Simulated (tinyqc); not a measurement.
From results back to parameters: spherical quantum dot. Two cases, with inputs chosen for the exercise.

Problem. The 1s level was computed from a hidden barrier height.

A sphere of radius R, isotropic masses, c = hbar^2/2m0, k = sqrt(mw E/c), kappa = sqrt(mb (V0 - E)/c). State n l is the spherical Bessel function j_l(k r) inside and k_l(kappa r) outside; psi and psi'/m are continuous: (k/mw) j_l'(kR)/j_l(kR) = (kappa/mb) k_l'(kappa R)/k_l(kappa R). For l = 0 this reads kR cot(kR) = 1 - (mw/mb)(1 + kappa R).

Constants: hbar^2/2m0 = 3.80998211 eV angstrom^2.

Case 1.

Values chosen (out of a larger set: near those of an InGaAs dot in InAlAs; not measured data):
- R = 75 angstrom (radius)
- mw = 0.0407 m0 (mass inside)
- mb = 0.0756 m0 (mass outside)

E(1s) = 0.1026020 eV

Case 2.

Values chosen (out of a larger set: near those of a non-polar GaN dot in AlGaN; not measured data):
- R = 39 angstrom (radius)
- mw = 0.201 m0 (mass inside)
- mb = 0.254 m0 (mass outside)

E(1s) = 0.0915015 eV

Find: k R; kappa R; V0.

Solution. kappa R = (mb/mw)(1 - kR cot kR) - 1, and V0 = E + c kappa^2/mb.

Case 1.

k R = 2.4830
kappa R = 6.817
V0 = 0.519 eV

Case 2.

k R = 2.7097
kappa R = 7.692
V0 = 0.675 eV

Computed by tinyqc, one run a case: `OMP_NUM_THREADS=1 python tinyqc.py N N+1 out.jsonl` with N = 1280411, 1281143; one thread of a shared Intel(R) Xeon(R) Processor @ 2.30GHz, about 0.03 s a run at most.
